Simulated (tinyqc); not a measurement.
Inside a calculation: propagation of a band-gap error through k.p and effective-mass formulas. Values are carried at full precision from step to step, so a last printed digit may differ when a step is redone from the rounded ones.

Chain, for a gap E (the reference Eg or another value), with Ep and Dso kept: 1/me = 1 + Ep (E + 2 Dso/3)/(E (E + Dso)); g* = 2 - 2 Ep Dso/(3 E (E + Dso)); g1(E) = g1 + (Ep/3)(1/E - 1/Eg), g2(E) = g2 + (Ep/6)(1/E - 1/Eg), light hole 1/(g1 + 2 g2), heavy hole 1/(g1 - 2 g2) along [100]; optical constant ei(E) = 1 + (ei - 1)(EP/(EP + E - Eg))^2, static e0(E) = ei(E) + e0 - ei.

Constants: Ry = 13.60569312 eV; a0 (Bohr radius) = 0.5291772105 angstrom; kB = 8.617333262e-05 eV/K; hbar^2/2m0 = 3.80998211 eV angstrom^2.

Parameters, chosen for this exercise (reference values near those of GaSb, gap at low temperature; not measured data):
- Eg = 0.825 eV (gap at Gamma to the s-like level)
- Dso = 0.755 eV (spin-orbit splitting)
- Ep = 26.6 eV (Kane energy)
- g1 = 13.34 (Luttinger gamma1)
- g2 = 4.72 (gamma2)
- e0 = 15.5 (static dielectric constant)
- ei = 14.23 (optical dielectric constant)
- EP = 4.21 eV (mean (Penn) gap)
- Eg2 = 0.214 eV (a wrong gap)
- mh = 0.48 m0 (density-of-states mass of the holes)
- T = 300 K (temperature)
- k = 0.034 1/angstrom (wave vector)

## Masses, g factor and screening for both gaps

Evaluate the chain at Eg and at Eg2.

Band values at the two gaps:

| quantity | at Eg | at Eg2 | ratio |
|---|---|---|---|
| me | 0.03558 | 0.01075 | 0.302 |
| g* | -8.271 | -62.57 | - |
| g1 | 13.34 | 44.03 | 3.300 |
| g2 | 4.720 | 20.06 | 4.251 |
| light hole | 0.04390 | 0.01188 | 0.271 |
| heavy hole | 0.2564 | 0.2564 | 1.000 |
| ei | 14.23 | 19.10 | 1.342 |
| e0 | 15.50 | 20.37 | 1.314 |

The gap is off by a factor of 0.26; the electron mass follows with 0.30 and the light hole with 0.27, while the heavy hole, which does not couple to the conduction level, keeps its value. The optical constant changes less, by +34 %, as it answers to the mean gap, which shifts by the same -0.61 eV on a base of 4.21 eV. g* moves by -54.29; remote bands, left out here, shift it by tenths or, where it is large, by some per cent.

## Binding energies and densities for both gaps

Donor: R = Ry me/e0^2, a_B = a0 e0/me, Mott density (0.26/a_B)^3. Nc, Nv = 2 (m kT/(4 pi c))^(3/2), c = hbar^2/2m0, ni = sqrt(Nc Nv) exp(-E/2kT). Exciton: Ry mu/e0^2 with 1/mu = 1/me + g1(E). 1 angstrom^-3 = 1e24 cm^-3.

Use the values of the table.

Results:

| quantity | at Eg | at Eg2 | ratio |
|---|---|---|---|
| R (meV) | 2.015 | 0.3524 | 0.175 |
| a_B (angstrom) | 230.5 | 1003 | 4.35 |
| Mott density (cm^-3) | 1.434e+15 | 1.743e+13 | 0.0121 |
| Nc (cm^-3) | 1.684e+17 | 2.797e+16 | 0.166 |
| ni (cm^-3) | 1.394e+11 | 7.701e+15 | 5.53e+04 |
| exciton (meV) | 1.366 | 0.2392 | 0.175 |

Power laws carry the error on: the donor energy (me/e0^2) by a factor of 0.175, the Mott density (cube of me/e0) by 0.0121. ni, with its exponential, changes by a factor of 5.53e+04, that is 4.7 decades. Where ni nears or passes Nc the Boltzmann form overstates it.

## A scissor shift and what it does not mend

A rigid shift D = Eg - Eg2 of the conduction band restores the gap but leaves the curvature, so the mass stays me(Eg2); redoing the sum 1/m = 1 + Ep (E + 2 Dso/3)/(E (E + Dso)) with E = Eg and the same Ep gives another mass. For optics, eps2 at the edge goes as |p|^2/E^2: a rigid shift keeps the dipole elements p/E, while shifting the energies under unchanged p scales eps2 by (Eg2/Eg)^2.

shift D = 0.611 eV
mass under a rigid shift = 0.0108 m0
mass from the sum with the corrected gap = 0.0356 m0
factor on eps2 if p is left unscaled = 0.067

The rigid shift leaves the mass off by a factor of 0.30. The mass from the corrected gap is the reference me(Eg) here, because the exercise keeps Ep fixed; a real correction of the gap depends on k and changes Ep as well.

## Far from the edge the relative error shrinks

Two-level dispersion E(k) = sqrt(E^2/4 + Ep c k^2) - E/2 at k/4, k, 4k for both gaps, c = hbar^2/2m0.

Energies above the edge:

| k (1/angstrom) | at Eg (eV) | at Eg2 (eV) | ratio |
|---|---|---|---|
| 0.00850 | 0.0088 | 0.0300 | 3.417 |
| 0.03400 | 0.1235 | 0.2516 | 2.037 |
| 0.13600 | 1.0174 | 1.2663 | 1.245 |

The ratio tends to Eg/Eg2 = 3.86 at k = 0 and goes from 3.417 to 1.245: at large k both curves approach the same slope sqrt(Ep c), while their distance in eV grows towards |Eg - Eg2|/2.

## Checks

- Chain at E = Eg against the inputs g1, g2, ei, e0: they agree to 1e-10 or better.

Program tinyqc; command `OMP_NUM_THREADS=1 python tinyqc.py 1880359 1880360 out.jsonl`; about 0.01 s on one thread of a shared Intel(R) Xeon(R) Processor @ 2.30GHz.
